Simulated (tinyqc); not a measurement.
# Changing the drive-in time t2

Model: two-step dopant diffusion (predeposition and drive-in) with a constant diffusivity. Computed by tinyqc, a small Python program. Command: `OMP_NUM_THREADS=1 python tinyqc.py 3004905 3004906 out.jsonl dopdiff sweep`. One thread of a shared host (Intel(R) Xeon(R) Processor @ 2.30GHz), about 0.1 s of CPU time with the checks.

Fick diffusion into a half space x > 0 whose background doping C_B is of the opposite type, so that a junction lies where C = C_B.

Inputs (values chosen for the exercise, modelled on antimony in silicon):
```
quantity                         value        unit
prefactor D0                      4.46      cm^2/s
activation energy E               3.86          eV
surface concentration C_s      1.8e+19      1/cm^3
background doping C_B          1.4e+17      1/cm^3
predeposition temperature T1      1025           C
predeposition time t1               20         min
drive-in temperature T2           1125           C
mean mobility in the layer mu      130  cm^2/(V s)
ramp rate                            2       C/min
stand-by temperature               700           C
```

Furnace ramps of the drive-in: linear ramps.

Constants: k_B = 8.617333262e-05 eV/K; e = 1.602176634e-19 C.

Method:
- D = D0 exp(-E/(k_B T)).
- Temperatures in kelvin are T(C) + 273.15.
- Times in seconds are 60 times the minutes.
- One ramp between the stand-by temperature and T2 adds int D dT / rate (40-point Gauss-Legendre); the usual estimate counts it as an extra time k_B T2^2/(E rate) at T2. (Dt)2 = D2 t2 + two ramps, times in seconds.
- C = C_s erfc(x/(2 sqrt(D1 t1))); dose Q = 2 C_s sqrt(D1 t1/pi); the junction solves erfc(z) = C_B/C_s with x_j = 2 z sqrt(D1 t1).
- With a sealed surface and a thin source, C = Q/sqrt(pi (Dt)2) exp(-x^2/(4 (Dt)2)); x_j = 2 sqrt((Dt)2 ln(C(0)/C_B)); gradient at the junction |dC/dx| = C_B x_j/(2 (Dt)2).
- Net dose Q_net = Q erf(x_j/(2 sqrt((Dt)2))) - C_B x_j; R_s = 1/(e mu Q_net), with every dopant ionised and one mobility.
- Exact two-step profile: C = (2 C_s/pi) int_0^alpha exp(-beta (1 + u^2))/(1 + u^2) du with alpha = sqrt(D1 t1/(Dt)2), beta = x^2/(4 (D1 t1 + (Dt)2)).
- The integral takes 48 Gauss-Legendre points; solve C(x) = C_B.

One run for each value; columns: (1) drive-in time t2 (min); (2) junction depth x_j (um); (3) surface concentration C(0) (Gaussian) (1/cm^3); (4) sheet resistance R_s (Gaussian) (ohm/square); (5) exact junction depth (um):
```
(1)      (2)         (3)     (4)     (5)
10    0.4247  2.0862e+18  1174.8  0.4285
19    0.4536  1.9238e+18  1189.3  0.4570
38    0.5065  1.6771e+18  1217.1  0.5094
73    0.5854  1.3965e+18  1261.8  0.5877
140   0.6995  1.1085e+18  1334.5  0.7012
270   0.8548  8.4582e+17  1453.0  0.8559
530   1.0558  6.2429e+17  1656.1  1.0565
1000  1.2743  4.6239e+17  1992.4  1.2747
```

Over the rows, junction depth x_j (um) rises from 0.425 to 1.27 (exponent d ln y / d ln x 0.10 between the first rows and 0.30 between the last); surface concentration C(0) (Gaussian) (1/cm^3) falls from 2.09e18 to 4.62e17 (exponent d ln y / d ln x -0.13 between the first rows and -0.47 between the last); sheet resistance R_s (Gaussian) (ohm/square) rises from 1170 to 1990 (exponent d ln y / d ln x 0.019 between the first rows and 0.29 between the last). At the high end the exponent of surface concentration C(0) (Gaussian) is -0.47, close to -0.50: a fixed dose spreads over a width sqrt(D t). At short t2 the ramps carry much of the budget, which flattens the dependence on t2. Left out: 2000 (the drive-in dilutes the layer to the background).

Caution (all rows): C_s exceeds the intrinsic carrier density of silicon at the predeposition temperature (2e18 to 1e19 per cm^3), where real diffusivities rise with concentration and profiles turn box-like.
